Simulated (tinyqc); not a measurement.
Worked calculation: Hueckel theory of the pi electrons, for the molecule C=CC1=Cc2ccccc21 (SMILES; centres numbered as the heavy atoms are written). Computed by tinyqc, a small Python program that keeps every step. Settings: charge = 0. Command: `OMP_NUM_THREADS=1 python tinyqc.py 23093 23094 out.jsonl` (the two numbers bound the seeds that draw the settings). One thread of a shared host (Intel(R) Xeon(R) Processor @ 2.60GHz), about 0.01 s of CPU time with the checks.

## The Hueckel matrix

Centres:
```
centre  z_r, pi electrons of the neutral centre         h
1C                                            1  0.000000
2C                                            1  0.000000
3C                                            1  0.000000
4C                                            1  0.000000
5C                                            1  0.000000
6C                                            1  0.000000
7C                                            1  0.000000
8C                                            1  0.000000
9C                                            1  0.000000
10C                                           1  0.000000
```

Bonds:
```
i    j  k
1    2  1
2    3  1
3    4  1
4    5  1
5    6  1
6    7  1
7    8  1
8    9  1
9   10  1
10   3  1
10   5  1
```

H_rr = alpha + h_r beta, H_rs = k_rs beta for bonded centres.

Hueckel matrix in units of beta (H = alpha + beta A):
```
           1C        2C        3C        4C        5C        6C        7C        8C
1C   0.000000  1.000000  0.000000  0.000000  0.000000  0.000000  0.000000  0.000000
2C   1.000000  0.000000  1.000000  0.000000  0.000000  0.000000  0.000000  0.000000
3C   0.000000  1.000000  0.000000  1.000000  0.000000  0.000000  0.000000  0.000000
4C   0.000000  0.000000  1.000000  0.000000  1.000000  0.000000  0.000000  0.000000
5C   0.000000  0.000000  0.000000  1.000000  0.000000  1.000000  0.000000  0.000000
6C   0.000000  0.000000  0.000000  0.000000  1.000000  0.000000  1.000000  0.000000
7C   0.000000  0.000000  0.000000  0.000000  0.000000  1.000000  0.000000  1.000000
8C   0.000000  0.000000  0.000000  0.000000  0.000000  0.000000  1.000000  0.000000
9C   0.000000  0.000000  0.000000  0.000000  0.000000  0.000000  0.000000  1.000000
10C  0.000000  0.000000  1.000000  0.000000  1.000000  0.000000  0.000000  0.000000

           9C       10C
1C   0.000000  0.000000
2C   0.000000  0.000000
3C   0.000000  1.000000
4C   0.000000  0.000000
5C   0.000000  1.000000
6C   0.000000  0.000000
7C   0.000000  0.000000
8C   1.000000  0.000000
9C   0.000000  1.000000
10C  1.000000  0.000000
```

## Orbitals

pi electrons, sum of z_r less the charge = 10

Diagonalise; E = alpha + x beta with beta < 0, so the largest x are filled first; degenerate levels share their electrons. P = sum n_i c_ri c_si; each orbital has its largest coefficient positive (the first on a tie).

x values: 2.433947  1.625001  1.178670  1.000000  0.214508  -0.214508  -1.000000  -1.178670  -1.625001  -2.433947

occupations: 2.000000  2.000000  2.000000  2.000000  2.000000  0.000000  0.000000  0.000000  0.000000  0.000000

coefficients:
```
          MO1        MO2        MO3        MO4        MO5        MO6        MO7        MO8
1C   0.087174  -0.231262  -0.316504   0.408248  -0.414821   0.414821   0.408248  -0.316504
2C   0.212178  -0.375801  -0.373054   0.408248  -0.088982  -0.088982  -0.408248   0.373054
3C   0.429255  -0.379415  -0.123203   0.000000   0.395734  -0.395734   0.000000  -0.123203
4C   0.360743  -0.198385   0.286078   0.000000   0.498666   0.498666   0.000000  -0.286078
5C   0.448774   0.057039   0.460394   0.000000  -0.288766   0.288766   0.000000   0.460394
6C   0.259685   0.333438   0.314815   0.408248  -0.235813  -0.235813  -0.408248  -0.314815
7C   0.183287   0.484797  -0.089332   0.408248   0.238182  -0.238182   0.408248  -0.089332
8C   0.186425   0.454358  -0.420107   0.000000   0.286905   0.286905   0.000000   0.420107
9C   0.270461   0.253535  -0.405836  -0.408248  -0.176639   0.176639  -0.408248  -0.405836
10C  0.471863  -0.042364  -0.058239  -0.408248  -0.324795  -0.324795   0.408248   0.058239

           MO9       MO10
1C   -0.231262  -0.087174
2C    0.375801   0.212178
3C   -0.379415  -0.429255
4C    0.198385   0.360743
5C    0.057039  -0.448774
6C   -0.333438   0.259685
7C    0.484797  -0.183287
8C   -0.454358   0.186425
9C    0.253535  -0.270461
10C   0.042364   0.471863
```

charge and bond-order matrix P:
```
            1C         2C         3C         4C         5C         6C         7C         8C
1C    1.000000   0.854114   0.000000  -0.440151   0.000000   0.220746   0.000000  -0.149746
2C    0.854114   1.000000   0.488822   0.000000  -0.144545   0.000000   0.071000   0.000000
3C    0.000000   0.488822   1.000000   0.784428   0.000000  -0.294291   0.000000   0.145860
4C   -0.440151   0.000000   0.784428   1.000000   0.276573   0.000000   0.126321   0.000000
5C    0.000000  -0.144545   0.000000   0.276573   1.000000   0.697185   0.000000  -0.333369
6C    0.220746   0.000000  -0.294291   0.000000   0.697185   1.000000   0.583248   0.000000
7C    0.000000   0.071000   0.000000   0.126321   0.000000   0.583248   1.000000   0.720611
8C   -0.149746   0.000000   0.145860   0.000000  -0.333369   0.000000   0.720611   1.000000
9C    0.000000  -0.074886   0.000000  -0.313830   0.000000  -0.196006   0.000000   0.570865
10C   0.074860   0.000000   0.194531   0.000000   0.552640   0.000000  -0.345752   0.000000

            9C        10C
1C    0.000000   0.074860
2C   -0.074886   0.000000
3C    0.000000   0.194531
4C   -0.313830   0.000000
5C    0.000000   0.552640
6C   -0.196006   0.000000
7C    0.000000  -0.345752
8C    0.570865   0.000000
9C    1.000000   0.729108
10C   0.729108   1.000000
```

## Energy, charges, bond orders

E = sum n x; q_r = z_r - P_rr; bond order p = P_rs; free valence = sqrt(3) - sum of p over the bonds of the atom.

pi energy = 10 alpha + this times beta = 12.904250

pi charges: 1C 0.000000, 2C 0.000000, 3C 0.000000, 4C 0.000000, 5C 0.000000, 6C 0.000000, 7C 0.000000, 8C 0.000000, 9C 0.000000, 10C 0.000000

Bond orders and lengths from R = 1.517 - 0.180 p (angstrom, C-C alone):
```
bond         p         R
1-2   0.854114  1.363260
2-3   0.488822  1.429012
3-4   0.784428  1.375803
4-5   0.276573  1.467217
5-6   0.697185  1.391507
6-7   0.583248  1.412015
7-8   0.720611  1.387290
8-9   0.570865  1.414244
9-10  0.729108  1.385761
10-3  0.194531  1.481984
10-5  0.552640  1.417525
```

free valence of the carbons: 1C 0.877937, 2C 0.389115, 3C 0.264269, 4C 0.671049, 5C 0.205652, 6C 0.451618, 7C 0.428193, 8C 0.440576, 9C 0.432079, 10C 0.255772

gap between the highest filled and the next level = 0.429016 |beta|
